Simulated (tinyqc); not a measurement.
Inside a calculation. Method: Luttinger-Kohn k.p, four valence bands. One step of it, computed by the program tinyqc.

Problem. Bloch Hamiltonian at k. P = c g1 k^2, Q = c g2 (kx^2 + ky^2 - 2 kz^2), R = c sqrt3 [-g2 (kx^2 - ky^2) + 2i g3 kx ky], S = 2 c sqrt3 g3 (kx - i ky) kz, c = hbar^2/2m = 3.809982 eV angstrom^2; rows [P+Q, -S, R, 0], [-S*, P-Q, 0, R], [R*, 0, P-Q, S], [0, R*, S*, P+Q]. The path ends lie at |k| = 0.06 1/angstrom.

Luttinger parameters chosen for this model; energies are counted downward from the top of the valence band:
```
parameter,value,unit
g1,7.740000,
g2,1.520000,
g3,2.890000,
```

k point k (1/angstrom): 0.045000  0.036000  -0.045000

Give: H(k) at k.

Solution.

H(k) at k (eV), lower triangle (Hermitian):
```
,3/2,1/2,-1/2,-3/2
3/2,0.1534
1/2,0.0772+0.0618i,0.1619
-1/2,-0.0073-0.0618i,0.0000,0.1619
-3/2,0.0000,-0.0073-0.0618i,-0.0772-0.0618i,0.1534
```
